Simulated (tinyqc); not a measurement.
Potential-pH (Pourbaix) lines of a metal, its cation, its oxide and an oxyanion, with a complexing ligand: one step, computed by the program tinyqc. Command: `OMP_NUM_THREADS=1 python tinyqc.py 3004558 3004559 out.jsonl pourb walk`. One thread of a shared host (Intel(R) Xeon(R) Processor @ 2.30GHz), about 0.01 s of CPU time with the checks.

Potentials are against the standard hydrogen electrode; solids and water have unit activity; dG_f of M, H+ and the electron is zero; F = e N_A and s = R T ln(10)/F. The cation carries z = 3.

Question. Mixed potential with oxygen reduction. Anodic i = i0a 10^((E - E_a)/b_a) with E_a the cation line with ligand; cathodic i = i0c 10^((E_c - E)/b_c) with E_c the oxygen line; supply caps the cathodic current, 1/i_c = 1/i(Tafel) + 1/i_L. E_corr makes the two currents equal. Without the cap it would be [b_c E_a + b_a E_c + b_a b_c log10(i0c/i0a)]/(b_a + b_c). Rate = i V_m/(z F). Films are left out.

Inputs (values chosen for the exercise, for a model metal): temperature T = 298.15 K; limiting current density i_L = 0.0011 A/cm^2; molar volume V_m = 10 cm^3/mol.

Species: M, M3+, M2O3, MO2(-).

exchange current densities, metal and cathodic (A/cm^2): [8.9e-06, 2.4e-11]

Tafel slopes, anodic and cathodic (mV/decade): [75, 115]

cation line with ligand = -1.992956 V

oxygen line = 0.8443557 V

Constants: e = 1.602176634e-19 C; N_A = 6.02214076e+23 1/mol.

Give: E_corr without the cap; corrosion potential E_corr; corrosion current density; i/i_L; etch rate.

Answer.

E_corr without the cap = -1.126 V

corrosion potential E_corr = -1.836 V

corrosion current density = 0.0011 A/cm^2

i/i_L = 1

etch rate = 22.80 nm/min

The current sits at the supply limit: stirring or more oxidant, not the ligand, sets the rate. Caution: other oxidation states, hydroxides and hydrides are left out, and the lines say nothing of rates. Caution: E_corr lies below the hydrogen line, so hydrogen evolution, left out here, adds cathodic current.
